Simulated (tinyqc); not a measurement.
Band folding and unfolding in a supercell of a chain: sweeps and comparisons. A value that a table varies takes the place of the one given here.

A chain with hopping -t and n = 4 sites a supercell. H(K) has v_j on the diagonal, -t between neighbours and -t exp(2 pi i K) on the bond that closes the cell (from the last site to the first of the next cell). The point K holds the n wave vectors k_m = (K + m)/n of the primitive zone, in 2 pi/a, m = 0 to n - 1, with E0 = -2t cos(2 pi k_m). The unfolding weight of a state c on k_m is |sum_j c_j exp(-2 pi i k_m j)|^2/n, j = 0 to n - 1.

Parameters, chosen for this exercise: t = 1.47 eV (hopping); v = (0.22, 0, -0.22, 0) eV (site energies in the supercell); Kq = 0.16 2 pi/(n a) (wave vector in the small zone).

## Minigaps against first-order theory

Gap i lies between minibands i and i + 1, at K = 1/2 for odd i and K = 0 for even i, where k = +/- i/(2n) are degenerate; first order gives 2|V_i|, the Fourier component V_q = (1/n) sum_j v_j exp(-2 pi i q j/n) for q equal to the number of the gap. Computed for the potential at full and at half strength.

Gaps (eV):
```
i  E0 at the crossing  2|V_i|     gap  gap at half strength
1             -2.0789  0.2200  0.2200                0.1100
2              0.0000  0.0000  0.0000                0.0000
3              2.0789  0.2200  0.2200                0.1100
```

Halving the potential about halves gaps 1 and 3, the scaling of first order. For i = 2 no gap opens at the printed digits. The largest miss of first order is 0 meV, at i = 1, 2 and 3; the potential spans 0.30 t.

## From folded lines to real minibands

The potential is scaled by x. For the lowest level at K: energy, second-order estimate E0(k_0) + x V_0 - x^2 sum_m |V_m|^2/(E0(k_m) - E0(k_0)), weight on k_0, and width of the lowest miniband between K = 0 and 1/2.

Lowest level:
```
x      E (eV)  second order (eV)  weight on k_0  miniband width (eV)
0.00  -2.8476            -2.8476          1.000               0.8611
0.25  -2.8482            -2.8482          1.000               0.8339
0.50  -2.8499            -2.8499          0.999               0.8074
1.00  -2.8567            -2.8567          0.996               0.7564
1.50  -2.8680            -2.8681          0.992               0.7080
2.00  -2.8837            -2.8840          0.986               0.6622
3.00  -2.9281            -2.9295          0.969               0.5782
4.00  -2.9888            -2.9932          0.948               0.5039
```

Second order is 0.0 meV off at x = 1 and -1 meV at x = 3. The weight on the parent k falls to 1.00 at x = 1 and 0.95 at x = 4, and the miniband narrows from 0.861 to 0.504 eV as the state gathers on the low sites. While the weight stays near one the primitive band is still the right picture and the folded copies carry little spectral weight.

## What each change does

The two lowest levels at K and the weight of the lowest on k_0. Each row changes one parameter from the base and keeps the others.

Results:
```
case                        level 1 (eV)  level 2 (eV)  weight
base                             -2.8567       -0.7288  0.9964
t = 1.617 eV                     -3.1407       -0.8021  0.9970
v = (-0.22, 0, 0.22, 0) eV       -2.8567       -0.7288  0.9964
Kq = 0.42 2 pi/(n a)             -2.3483       -1.7826  0.9600
```

The largest shifts from the base row, up to three for each result and ties (the steps differ in size, so this ranks the rows, not the parameters). level 1 (eV): Kq +0.5085, t -0.2839; unchanged at the printed digits by v. level 2 (eV): Kq -1.0538, t -0.0733; unchanged at the printed digits by v. weight: Kq -0.0364, t +0.0006; unchanged at the printed digits by v.

(tinyqc, `OMP_NUM_THREADS=1 python tinyqc.py 1450170 1450171 out.jsonl`, Intel(R) Xeon(R) Processor @ 2.30GHz, 1 thread, shared host, about 0.01 s.)
